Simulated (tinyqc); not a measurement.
Small-signal admittance of a forward-biased p+-n diode: two steps of the calculation.

Holes injected into a neutral base of width wb with an ohmic contact at its end; low injection, p0 far above the equilibrium density. A small voltage v exp(i w t), w = 2 pi f, modulates the edge density by p0 v/Vt, and the small-signal density obeys Dp d2p/dx2 = (1/tau + i w) p.

Parameters, values chosen for the exercise; permittivity close to that of silicon: temperature T = 300 K; relative permittivity eps_r = 11.7; donor density of the base Nd = 1.6e16 cm^-3; hole diffusion coefficient Dp = 5 cm^2/s; hole lifetime tau = 4e-6 s; width of the neutral base wb = 76 um; excess hole density at the junction edge p0 = 7.8e13 cm^-3; acceptor density of the p+ side Na = 9e19 cm^-3; signal frequency f = 18000 Hz.

Constants: q = 1.602176634e-19 C, kB = 1.380649e-23 J/K, Vt = kB T/q, eps0 = 8.8541878128e-14 F/cm where lengths are in cm. Results are converted to the units shown.

Question 1. Closed-form admittance. L = sqrt(Dp tau); direct current J = (q Dp p0/L) coth(wb/L); k = sqrt(1 + i w tau)/L; diffusion admittance Y = (q Dp p0/Vt) k coth(k wb) = G + i w C_diff; junction capacitance C_j = sqrt(q eps0 eps_r Nd/(2 Vr)) in the depletion approximation, with the remaining barrier Vr = Vt ln(Na/p0), a rough value under forward bias; base-width modulation is left out.

Find: L; J; k wb; Y; C_diff; C_j.

Answer 1.

L = 44.721 um
J = 0.014938 A/cm^2
k wb = 1.7404+0.3754i
Y = 0.58370+0.10044i S/cm^2
C_diff = 0.88808 uF/cm^2
C_j = 0.060660 uF/cm^2

G is 1.01 times its low-frequency value J/Vt, and C_diff is 14.6 times C_j.

Question 2. The same by finite differences. 6 equal intervals, h = wb/6; u = small-signal density over its edge value, u_0 = 1, u_6 = 0; u_(i-1) + b u_i + u_(i+1) = 0 with b = -2 - h^2 (1/tau + i w)/Dp; Y = (q Dp p0/(Vt h)) (-b/2 - u_1), which includes the half box at the edge.

Wanted: b; u; Y on the mesh.

Answer 2.

b = -2.080-0.036i
u, node 1 to 5: 0.7311-0.0364i  0.5223-0.0492i  0.3571-0.0470i  0.2222-0.0356i  0.1065-0.0190i
Y on the mesh = 0.5896+0.1041i S/cm^2

Computed by the program tinyqc: `OMP_NUM_THREADS=1 python tinyqc.py 2890117 2890118 out.jsonl`, one thread of a shared Intel Xeon 2.30GHz, about 0.01 s for the whole run.
